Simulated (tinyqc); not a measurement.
## Quantum point contact as a saddle point: conductance steps

Potential V0 - m wx^2 x^2/2 + m wy^2 y^2/2; energies are counted from V0. Mode n = 0, 1, ... transmits T_n(E) = 1/(1 + exp(-2 pi (E - E_n)/wx)), E_n = wy (n + 1/2); each mode carries 2 q^2/h.

g(T) = int g(E) (-df/dE) dE = int g(mu + x kB T) dx/(4 cosh^2(x/2)), g(E) the zero-temperature value at E, g = G/(2 q^2/h).

Values chosen for this exercise:
```
symbol  value  unit                           meaning
T         1.5     K                       temperature
wy        1.9   meV        transverse quantum hbar wy
wx        1.2   meV  curvature of the barrier hbar wx
```

Constants: q = 1.602176634e-19 C, kB = 1.380649e-23 J/K, Vt = kB T/q. Results are converted to the units shown.

Conductance steps:
```
mu (meV)  g at T = 0     g(T)  dg/dmu (1/meV)
0           0.006867  0.01453         0.06975
0.41         0.05586  0.09156          0.3729
0.81          0.3246   0.3596          0.9549
1.22          0.8045   0.7547          0.7856
1.63          0.9740   0.9533          0.2415
2.04           1.011    1.021          0.1662
2.44           1.104    1.151          0.5648
2.85           1.500    1.500           1.030
3.26           1.896    1.849          0.5648
3.66           1.989    1.979          0.1662
4.07           2.026    2.047          0.2415
4.48           2.195    2.245          0.7858
4.89           2.676    2.641          0.9562
5.29           2.945    2.910          0.3825
5.7            3.000    3.000          0.1395
```

g rises from 0.0145 to 3.00. The slope is smallest, 0.140 per meV, at mu = 5.7 meV (g = 3.00) and largest, 1.03, at 2.85 meV among the rows after the first. A riser is wx/(2 pi) = 0.191 meV wide by tunnelling and kB T = 0.129 meV by heat, against the spacing wy = 1.9 meV.

Numbers from tinyqc (`OMP_NUM_THREADS=1 python tinyqc.py 2740129 2740130 out.jsonl`; about 0.06 s on one thread of a shared Intel Xeon 2.30GHz).
